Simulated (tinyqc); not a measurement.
Against the doping: grain-boundary trapping model (Seto) of a polycrystalline semiconductor film. Computed by tinyqc, a small Python program. Command: `OMP_NUM_THREADS=1 python tinyqc.py 3016146 3016147 out.jsonl poly walk`. One thread of a shared host (Intel(R) Xeon(R) Processor @ 2.30GHz), about 0.01 s of CPU time with the checks.

Grains of equal size L are joined by thin boundaries with one trap level. Trapped carriers deplete a width W on each side and raise a barrier, crossed by thermionic emission. Dopants are fully ionised, statistics are non-degenerate and mu_g does not depend on T.

Inputs (values chosen for the exercise, modelled on polycrystalline SiGe):
```
quantity                                     value        unit
permittivity eps                              13.5           -
effective mass m                               0.3         m_0
effective density of states at 300 K, N_c  1.5e+19      1/cm^3
grain size L                                    29          nm
trap density Q_t                           5.6e+11      1/cm^2
trap level E_t below the band edge            0.54          eV
mobility inside the grains mu_g                180  cm^2/(V s)
temperature T                                  250           K
```

Grain interior: resistance included.

Constants: e = 1.602176634e-19 C; eps_0 = 8.8541878128e-12 F/m; k_B = 8.617333262e-05 eV/K; m_0 = 9.1093837015e-31 kg; k_B = 1.380649e-23 J/K.

Method:
- If all traps fill, the grain is just depleted at N* = Q_t/L, with the barrier e Q_t L/(8 eps eps_0).
- N_c(T) = N_c (T/300 K)^(3/2). Filled traps Q = Q_t/(1 + (1/2) exp((E_t* - E_F)/k_B T)), where E_t* = e V_B - E_t and E_F are counted from the band edge at the grain centre. Partial depletion: Q = 2 N W, V_B = e N W^2/(2 eps eps_0), E_F = k_B T ln(N/N_c); solve for W. If that W would exceed L/2 the grain is fully depleted: W = L/2, Q = N L, and E_F follows from the trap equation. Centre density n_0 = N_c exp(E_F/k_B T).
- Boundary: sigma_b = L e^2 n_0 exp(-e V_B/k_B T)/sqrt(2 pi m k_B T); drift through the grain, depleted parts included: rho_g = [(1 - 2W/L) + (2W/L) int_0^1 exp(y^2 s^2) ds]/(e n_0 mu_g); rho = 1/sigma_b + rho_g. Mean carrier density n_av = n_0 [(1 - 2W/L) + (2W/L) (sqrt(pi)/2) erf(y)/y], y = sqrt(e V_B/k_B T); effective mobility 1/(e n_av rho).

N* = 1.93103e+17 1/cm^3

The same film:
```
N (1/cm^3)  W (nm)   V_B (V)  mean density (1/cm^3)  mobility (cm^2/(V s))  rho (ohm cm)
5.80e+15    14.500  0.000817             2.3565e+06                 137.82    1.9218e+10
1.90e+16    14.500  0.002677             8.8022e+06                 135.79    5.2220e+09
4.80e+16    14.500  0.006764             3.0387e+07                 130.62    1.5725e+09
9.70e+16    14.500  0.013668             1.1629e+08                 120.04    4.4712e+08
1.50e+17    14.500  0.021136             5.1682e+08                 106.78    1.1310e+08
2.30e+17    12.174  0.022845             1.7894e+17                 101.38    3.4405e-01
3.90e+17     7.179  0.013473             3.5630e+17                 117.05    1.4966e-01
7.70e+17     3.636  0.006824             7.5141e+17                 128.22    6.4783e-02
1.90e+18     1.474  0.002765             1.8920e+18                 134.53    2.4521e-02
7.70e+18     0.364  0.000682             7.6980e+18                 137.64    5.8907e-03
```

What does the comparison show, and why?

The barrier peaks among these rows at N = 2.3e17 (0.023 V) and the mobility has its minimum at 2.3e17; N* is 1.9e17. While the grain is fully depleted (W = L/2) V_B grows as N; once all traps are filled it falls as 1/N (last exponent -1.00). Partly depleted rows (W < L/2) with e V_B below 2 k_B T stretch the depletion approximation. Where N approaches N_c the non-degenerate statistics fail. rho drops most steeply, as N^-45.9, between 1.5e17 and 2.3e17.

Extremes, crossings and ranges named in words are read from the listed rows.
